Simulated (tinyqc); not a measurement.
Reverse leakage of an n+-p junction: diffusion, generation, trap-assisted and band-to-band tunnelling: two steps of the calculation.

One-sided abrupt junction in the depletion approximation, x from the junction (0) to W on the p side, field F = F0 (1 - x/W). Flat quasi-Fermi levels, long p side. Traps generate through SRH with both lifetimes shortened by 1 + Gamma (Hurkx enhancement, form for moderate fields); band-to-band generation is local and needs a total bending above Eg.

Inputs (values chosen for the exercise); band and dielectric values close to those of silicon:

| symbol | value | unit | meaning |
|---|---|---|---|
| T | 300 | K | temperature |
| Eg | 1.12 | eV | band gap |
| eps_r | 11.5 |  | relative permittivity |
| Nc | 2.84e19 | cm^-3 | conduction-band density of states at T |
| Nv | 2.61e19 | cm^-3 | valence-band density of states at T |
| Na | 2.9e17 | cm^-3 | acceptor density of the lighter side |
| Nd | 1e19 | cm^-3 | donor density of the heavier side |
| tau | 1e-9 | s | SRH lifetime of both carriers at zero field |
| mt | 0.26 | m0 | tunnelling mass |
| Dn | 16 | cm^2/s | electron diffusion coefficient on the lighter side |
| VR | 0.9 | V | reverse bias |

Constants: q = 1.602176634e-19 C, kB = 1.380649e-23 J/K, hbar = 1.054571817e-34 J s, m0 = 9.1093837015e-31 kg, Vt = kB T/q, eps0 = 8.8541878128e-14 F/cm where lengths are in cm. Results are converted to the units shown.

Task 1. Field, scales and diffusion current. ni = sqrt(Nc Nv) exp(-Eg/(2 Vt)), Eg in volts; Vbi = Vt ln(Na Nd/ni^2); W = sqrt(2 eps0 eps_r (Vbi + VR)/(q Na)); F0 = 2 (Vbi + VR)/W; FG = sqrt(24 mt m0 (kB T)^3)/(q hbar); J_diff = q ni^2 sqrt(Dn/tau)(1 - exp(-VR/Vt))/Na.

Wanted: ni; Vbi; W; F0; FG; J_diff.

Result 1.

ni = 1.0651e10 cm^-3
Vbi = 0.97669 V
W = 90.694 nm
F0 = 413.85 kV/cm
FG = 376.15 kV/cm
J_diff = 7.9279e-12 A/cm^2

Task 2. Current components. u = (Vbi + VR)(1 - x/W)^2, p = Na exp(-u/Vt), n = Nd exp((u - Vbi - VR)/Vt); G0 = ni^2 (1 - exp(-VR/Vt))/(tau (n + p + 2 ni cosh(Et/Vt))); Gamma = 2 sqrt(3 pi)(F/FG) exp((F/FG)^2); trap-assisted part G0 Gamma; G_bb = Ab F^2.5 exp(-Bb/F) with F in V/cm, zero unless Vbi + VR > Eg, and counted as zero under 1 cm^-3 s^-1. 12 equal steps.

Each current is q times the trapezoid sum of its rate; J adds J_diff; J_bb under 1e-8 of the sum is given as 0.

```
point     x (nm)  G0 (cm^-3 s^-1)  G0 Gamma (cm^-3 s^-1)  G_bb (cm^-3 s^-1)
0       0.000000     1.1344542e10           2.5713214e11        8.5018097e8
1       7.557858     1.2309499e15           2.1079106e16        1.0530132e7
2      15.115715     4.8011111e18           6.2646025e19          55440.188
3      22.673573     5.3254977e18           5.3307554e19          93.528058
4      30.231430     5.3255372e18           4.1074794e19                  0
5      37.789288     5.3241818e18           3.1674553e19                  0
6      45.347146     4.5179662e18           2.0653471e19                  0
7      52.905003     1.1387537e17           3.9549368e17                  0
8      60.462861     1.2453211e15           3.2079206e15                  0
9      68.020719     3.6544336e13           6.6568354e13                  0
10     75.578576     2.9385779e12           3.4216813e12                  0
11     83.136434     6.4762861e11           3.6765959e11                  0
12     90.694291     3.9119106e11                      0                  0
```

J_diff = 7.9279215e-12 A/cm^2

Find: J_SRH; J_TAT; J_bb; J.

Result 2.

J_SRH = 3.0770e-6 A/cm^2
J_TAT = 2.5402e-5 A/cm^2
J_bb = 0 A/cm^2
J = 2.8479e-5 A/cm^2

Range of the model: The n+ side is degenerate, so Vbi from Boltzmann statistics is only a guide.

Computed by the program tinyqc: `OMP_NUM_THREADS=1 python tinyqc.py 2290131 2290132 out.jsonl`, one thread of a shared Intel Xeon 2.30GHz, about 0.01 s for the whole run.
